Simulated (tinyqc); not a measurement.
Single-domain magnet: Stoner-Wohlfarth switching, Neel-Arrhenius retention, LLG dynamics and spin torque: one step, computed by the program tinyqc. Command: `OMP_NUM_THREADS=1 python tinyqc.py 3012573 3012574 out.jsonl macro walk`. One thread of a shared host (Intel(R) Xeon(R) Processor @ 2.30GHz), about 0.05 s of CPU time with the checks.

The moment is uniform, with unit vector m; z is the easy axis. mu_0 = 1.25663706212e-6 T m/A, gamma = 1.76085963023e11 rad/(s T).

Question. Retention at zero field. Delta = K_eff V/(k_B T); tau = exp(Delta)/f0; probability of a flip within t_w: P = 1 - exp(-t_w/tau). Wall width parameter sqrt(A/K_eff); a two-domain state costs 4 sqrt(A K_eff) times the cross-section that the wall cuts (d t).

Inputs (values chosen for the exercise, for a model magnet):
```
quantity              value  unit
diameter d               26    nm
thickness t             1.6    nm
exchange stiffness A     19  pJ/m
temperature T           358     K
attempt frequency f0     10   GHz
waiting time t_w      1e-08     s
```

Shape: thin disc, easy axis normal to it.

K_eff = 70.19341 kJ/m^3

volume V = 849.4867 nm^3

Constants: k_B = 1.380649e-23 J/K.

Give: stability factor Delta; log10 of tau in s; probability of a flip; wall parameter; barrier of the wall path / k_B T.

Answer.

stability factor Delta = 12.064

log10 of tau in s = -4.7607

probability of a flip = 5.7624e-04

wall parameter = 16.452 nm

barrier of the wall path / k_B T = 38.879

Ten years (3.15e8 s) need Delta > 42.6 for tau alone; this element has 12.1. Coherent rotation is the cheaper path. Caution: a flat cylinder has a smaller N_z than the spheroid of the same t/d, so K_eff of a real disc is larger.
